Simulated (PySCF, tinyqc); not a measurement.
MP2 on RHF in the 6-31g basis, for H4, spin multiplicity 1, step by step. The lowest restricted solution is unstable here: a spin-polarised one lies 0.0010 hartree lower (PySCF). One step of it, computed by the program tinyqc.

Question. Iteration 6 (converged): orbitals. Diagonalise F' = X^T F X, C = X C', fill 2 alpha and 2 beta electrons from the bottom; D = 2 C_occ C_occ^T. Each column has its largest component positive (the first on a tie).

converged F (hartree), order 1H 1s, 1H 2s, 2H 1s, 2H 2s, 3H 1s, 3H 2s, 4H 1s, 4H 2s:
```
[[-0.099853, -0.561305, -0.574735, -0.550155, -0.313566, -0.404569, -0.251335, -0.381425],
 [-0.561305, -0.471119, -0.550155, -0.500367, -0.404569, -0.437034, -0.381425, -0.448370],
 [-0.574735, -0.550155, -0.099853, -0.561305, -0.251335, -0.381425, -0.313566, -0.404569],
 [-0.550155, -0.500367, -0.561305, -0.471119, -0.381425, -0.448370, -0.404569, -0.437034],
 [-0.313566, -0.404569, -0.251335, -0.381425, -0.099853, -0.561305, -0.574735, -0.550155],
 [-0.404569, -0.437034, -0.381425, -0.448370, -0.561305, -0.471119, -0.550155, -0.500367],
 [-0.251335, -0.381425, -0.313566, -0.404569, -0.574735, -0.550155, -0.099853, -0.561305],
 [-0.381425, -0.448370, -0.404569, -0.437034, -0.550155, -0.500367, -0.561305, -0.471119]]
```

X, order 1H 1s, 1H 2s, 2H 1s, 2H 2s, 3H 1s, 3H 2s, 4H 1s, 4H 2s:
```
[[1.289008, -0.525964, -0.149180, 0.053484, -0.046268, 0.021077, 0.042795, 0.001335],
 [-0.525964, 2.509918, 0.053484, -1.232932, 0.021077, -1.006911, 0.001335, 0.512363],
 [-0.149180, 0.053484, 1.289008, -0.525964, 0.042795, 0.001335, -0.046268, 0.021077],
 [0.053484, -1.232932, -0.525964, 2.509918, 0.001335, 0.512363, 0.021077, -1.006911],
 [-0.046268, 0.021077, 0.042795, 0.001335, 1.289008, -0.525964, -0.149180, 0.053484],
 [0.021077, -1.006911, 0.001335, 0.512363, -0.525964, 2.509918, 0.053484, -1.232932],
 [0.042795, 0.001335, -0.046268, 0.021077, -0.149180, 0.053484, 1.289008, -0.525964],
 [0.001335, 0.512363, 0.021077, -1.006911, 0.053484, -1.232932, -0.525964, 2.509918]]
```

Give: F' = X^T F X; orbital energies; coefficients C; D after iteration 6.

Answer.

F' = X^T F X (hartree):
```
[[0.5552, -0.5770, -0.4712, -0.1155, -0.1653, -0.0527, 0.0455, -0.0384],
 [-0.5770, 0.3127, -0.1155, -0.2016, -0.0527, -0.1308, -0.0384, -0.0318],
 [-0.4712, -0.1155, 0.5552, -0.5770, 0.0455, -0.0384, -0.1653, -0.0527],
 [-0.1155, -0.2016, -0.5770, 0.3127, -0.0384, -0.0318, -0.0527, -0.1308],
 [-0.1653, -0.0527, 0.0455, -0.0384, 0.5552, -0.5770, -0.4712, -0.1155],
 [-0.0527, -0.1308, -0.0384, -0.0318, -0.5770, 0.3127, -0.1155, -0.2016],
 [0.0455, -0.0384, -0.1653, -0.0527, -0.4712, -0.1155, 0.5552, -0.5770],
 [-0.0384, -0.0318, -0.0527, -0.1308, -0.1155, -0.2016, -0.5770, 0.3127]]
```

orbital energies (hartree): [-0.8273, -0.3636, 0.0993, 0.3798, 0.7400, 0.8411, 1.1316, 1.4706]

coefficients C, order 1H 1s, 1H 2s, 2H 1s, 2H 2s, 3H 1s, 3H 2s, 4H 1s, 4H 2s:
```
[[0.2398, 0.2459, 0.1401, 0.0876, 0.5621, -0.5723, -0.7167, -0.8156],
 [0.1197, 0.4279, 0.7713, 2.1942, -0.4352, 0.8141, 0.8482, 1.4825],
 [0.2398, 0.2459, -0.1401, -0.0876, 0.5621, -0.5723, 0.7167, 0.8156],
 [0.1197, 0.4279, -0.7713, -2.1942, -0.4352, 0.8141, -0.8482, -1.4825],
 [0.2398, -0.2459, 0.1401, -0.0876, 0.5621, 0.5723, -0.7167, 0.8156],
 [0.1197, -0.4279, 0.7713, -2.1942, -0.4352, -0.8141, 0.8482, -1.4825],
 [0.2398, -0.2459, -0.1401, 0.0876, 0.5621, 0.5723, 0.7167, -0.8156],
 [0.1197, -0.4279, -0.7713, 2.1942, -0.4352, -0.8141, -0.8482, 1.4825]]
```

D after iteration 6, order 1H 1s, 1H 2s, 2H 1s, 2H 2s, 3H 1s, 3H 2s, 4H 1s, 4H 2s:
```
[[0.2360, 0.2679, 0.2360, 0.2679, -0.0059, -0.1531, -0.0059, -0.1531],
 [0.2679, 0.3949, 0.2679, 0.3949, -0.1531, -0.3376, -0.1531, -0.3376],
 [0.2360, 0.2679, 0.2360, 0.2679, -0.0059, -0.1531, -0.0059, -0.1531],
 [0.2679, 0.3949, 0.2679, 0.3949, -0.1531, -0.3376, -0.1531, -0.3376],
 [-0.0059, -0.1531, -0.0059, -0.1531, 0.2360, 0.2679, 0.2360, 0.2679],
 [-0.1531, -0.3376, -0.1531, -0.3376, 0.2679, 0.3949, 0.2679, 0.3949],
 [-0.0059, -0.1531, -0.0059, -0.1531, 0.2360, 0.2679, 0.2360, 0.2679],
 [-0.1531, -0.3376, -0.1531, -0.3376, 0.2679, 0.3949, 0.2679, 0.3949]]
```
